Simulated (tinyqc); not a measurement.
# Small-signal admittance of a forward-biased p+-n diode: effect of the width of the neutral base

Holes injected into a neutral base of width wb with an ohmic contact at its end; low injection, p0 far above the equilibrium density. A small voltage v exp(i w t), w = 2 pi f, modulates the edge density by p0 v/Vt, and the small-signal density obeys Dp d2p/dx2 = (1/tau + i w) p.

L = sqrt(Dp tau); direct current J = (q Dp p0/L) coth(wb/L); k = sqrt(1 + i w tau)/L; diffusion admittance Y = (q Dp p0/Vt) k coth(k wb) = G + i w C_diff; junction capacitance C_j = sqrt(q eps0 eps_r Nd/(2 Vr)) in the depletion approximation, with the remaining barrier Vr = Vt ln(Na/p0), a rough value under forward bias; base-width modulation is left out. Measured admittance 1/[Rs + 1/(Y + i w C_j)].

Values chosen for this exercise; permittivity close to that of 4H silicon carbide: temperature T = 275 K; relative permittivity eps_r = 9.7; donor density of the base Nd = 2.4e15 cm^-3; hole diffusion coefficient Dp = 2.5 cm^2/s; hole lifetime tau = 1e-8 s; excess hole density at the junction edge p0 = 2.6e11 cm^-3; acceptor density of the p+ side Na = 9e18 cm^-3; series resistance Rs = 0.00091 ohm cm^2; signal frequency f = 1.2e8 Hz.

Constants: q = 1.602176634e-19 C, kB = 1.380649e-23 J/K, Vt = kB T/q, eps0 = 8.8541878128e-14 F/cm where lengths are in cm. Results are converted to the units shown.

The same in every row: w tau = 7.5398; C_j (uF/cm^2) = 0.020035.

Result of one run:

| wb (um) | G (S/cm^2) | C_diff (uF/cm^2) | measured G (S/cm^2) | measured C (uF/cm^2) | phase of the measured Y (degrees) |
|---|---|---|---|---|---|
| 0.31 | 0.14383 | 1.8062e-5 | 0.35172 | 0.020044 | 88.667 |

What becomes of these results when the width of the neutral base wb is changed from 0.31 to 0.62 um, all else the same?

Result of the changed run:

| wb (um) | G (S/cm^2) | C_diff (uF/cm^2) | measured G (S/cm^2) | measured C (uF/cm^2) | phase of the measured Y (degrees) |
|---|---|---|---|---|---|
| 0.62 | 0.076479 | 3.5312e-5 | 0.28477 | 0.020063 | 88.922 |

The whole series:

| wb (um) | G (S/cm^2) | C_diff (uF/cm^2) | measured G (S/cm^2) | measured C (uF/cm^2) | phase of the measured Y (degrees) |
|---|---|---|---|---|---|
| 0.079 | 0.55674 | 4.6274e-6 | 0.76385 | 0.020015 | 87.102 |
| 0.16 | 0.27563 | 9.3620e-6 | 0.48321 | 0.020030 | 88.167 |
| 0.31 | 0.14383 | 1.8062e-5 | 0.35172 | 0.020044 | 88.667 |
| 0.62 | 0.076479 | 3.5312e-5 | 0.28477 | 0.020063 | 88.922 |
| 1.2 | 0.054712 | 5.9567e-5 | 0.26352 | 0.020088 | 89.003 |
| 2.4 | 0.057678 | 6.7368e-5 | 0.26665 | 0.020096 | 88.992 |
| 4.8 | 0.057654 | 6.6995e-5 | 0.26662 | 0.020096 | 88.992 |
| 9.5 | 0.057654 | 6.6994e-5 | 0.26662 | 0.020096 | 88.992 |

As wb goes from 0.079 to 9.5, G moves up and down between 0.0547 and 0.557 S/cm^2, C_diff goes from 4.63e-6 through a maximum of 6.74e-5 (at wb = 2.4 among the rows listed) to 6.70e-5 uF/cm^2 and the measured C stays near 0.0201 uF/cm^2. C_diff stays below C_j.

Program tinyqc, `OMP_NUM_THREADS=1 python tinyqc.py 2890109 2890110 out.jsonl`; Intel Xeon 2.30GHz, shared host, one thread, about 0.01 s.
